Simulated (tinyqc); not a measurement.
Debye-Callaway model of lattice thermal conductivity: one step, computed by the program tinyqc. Command: `OMP_NUM_THREADS=1 python tinyqc.py 3026338 3026339 out.jsonl callaway walk`. One thread of a shared host (Intel(R) Xeon(R) Processor @ 2.30GHz), about 0.01 s of CPU time with the checks.

Three acoustic branches with one velocity v, cut at omega_D = k_B Theta/hbar; x = hbar omega/(k_B T). v and Theta are separate inputs: Theta cuts off the heat-carrying modes, so C need not reach 3 k_B/V. gamma is an effective value that sets the umklapp rate. Heat flows along the wire.

Task: Scattering rates at one frequency. Rates: point defects A omega^4; umklapp B omega^2 T exp(-Theta/(b T)) with B = hbar gamma^2/(M v^2 Theta); normal processes f_N B omega^2 T (T/Theta)^2. Boundaries: v/Lambda_B with Lambda_B = D (1 + p)/(1 - p). The resistive time is tau_R = 1/(boundary + point-defect + umklapp rates), and the free path is v tau_R.

Inputs (values chosen for the exercise, for a model crystal): sound velocity v = 6200 m/s; Debye temperature Theta = 482 K; mean atomic mass M = 143 u; effective Grueneisen parameter gamma = 2.08; umklapp exponent divisor b = 3; wire diameter D = 0.15 micrometre; specularity p = 0.8; normal-process factor f_N = 2; temperature T = 77 K; probe frequency omega/omega_D = 0.56.

Sample: wire. Point defects: isotopes. Normal processes: included.

Rayleigh coefficient A = 3.954699e-45 s^3

Constants: k_B = 1.380649e-23 J/K; hbar = 1.054571817e-34 J s; u = 1.6605390666e-27 kg.

Give: omega; Rates; tau_R; free path.

Result:

omega = 3.534e+13 rad/s

Rates:
```
process        rate (1/s)  rate x tau_R
boundaries      4.593e+09        0.3828
point defects   6.167e+09        0.5140
umklapp         1.238e+09        0.1032
normal          5.090e+08       0.04242
```

tau_R = 8.335e-11 s

free path = 516.8 nm

The strongest resistive process at this frequency: point defects, 51 % of the resistive rate.
